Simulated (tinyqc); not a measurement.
Inside a calculation. Model: transfer-length model of a contact.

Program tinyqc, `OMP_NUM_THREADS=1 python tinyqc.py 2760087 2760088 out.jsonl`; Intel Xeon 2.30GHz, shared host, one thread, about 0.01 s. Printed values are rounded.

A metal contact of length d and width W on a thin layer of the same width. The metal has no resistance, the sheet resistance under it equals Rsh, and current enters the layer at the front edge x = 0.

Parameters, values chosen for the exercise:
```
symbol,value,unit,meaning
d,0.066,um,contact length
W,0.33,um,contact width
```

## Straight-line fit

L, gap 1 to 6 (um): [0.05, 0.094, 0.18, 0.33, 0.61, 1.1]
R_T, gap 1 to 6 (ohm): [360.58, 495.73, 754.44, 1206, 2064.7, 3536.8]

Pairs of such contacts at gaps L have R_T = Rsh L/W + 2 Rc. The values of R_T were made from Rsh and rc with a random scatter of 0.2 % and are treated as data. Least squares: slope = sum (L - mean L)(R_T - mean R_T)/sum (L - mean L)^2, intercept = mean R_T - slope mean L. Rsh = slope W, Rc = intercept/2, and A = Rc/slope is half the distance from the origin to the zero of the line.

slope = 3026.89 ohm/um
intercept = 210.446 ohm
Rsh = 998.875 ohm/sq
Rc = 105.223 ohm
A = 0.0347627 um

## Iteration 1: transfer length

Lt at the start = 0.0347627 um

A = Lt coth(d/Lt) is solved for Lt, starting from Lt = A. Lt(new) = A tanh(d/Lt).

Lt after iteration 1 = 0.0332372 um

## Iteration 2: transfer length

As before.

Lt after iteration 2 = 0.0334767 um

## Course of the iteration

Stop when Lt changes by less than 1e-9 of itself, or after 40 iterations.

Course of the iteration:
```
iteration    Lt (um)  relative change
1          0.0332372           0.0439
2          0.0334767          7.21e-3
3          0.0334403          1.09e-3
4          0.0334459          1.66e-4
5          0.0334450          2.53e-5
6          0.0334452          3.86e-6
7          0.0334451          5.89e-7
8          0.0334451          8.98e-8
9          0.0334451          1.37e-8
10         0.0334451          2.09e-9
11         0.0334451         3.19e-10
```

Converged in 11 iterations. The plain step multiplies the error by -2x/sinh(2x) = -0.15, x = d/Lt.

## Contact resistivity

converged Lt = 0.0334451 um

rc = Rsh Lt^2. Short cuts: Rsh A^2 (long contact, Lt = A) and Rc W d (short contact, even current).

rc = 1.11732e-8 ohm cm^2
Rsh A^2 = 1.20709e-8 ohm cm^2
Rc W d = 2.29176e-8 ohm cm^2

The extracted rc is 1.6 % above the value 1.1e-8 ohm cm^2 that made the data. The long-contact form is 8.0 % above the extracted value and the short-contact form 2.05 times it; both can only overstate it.
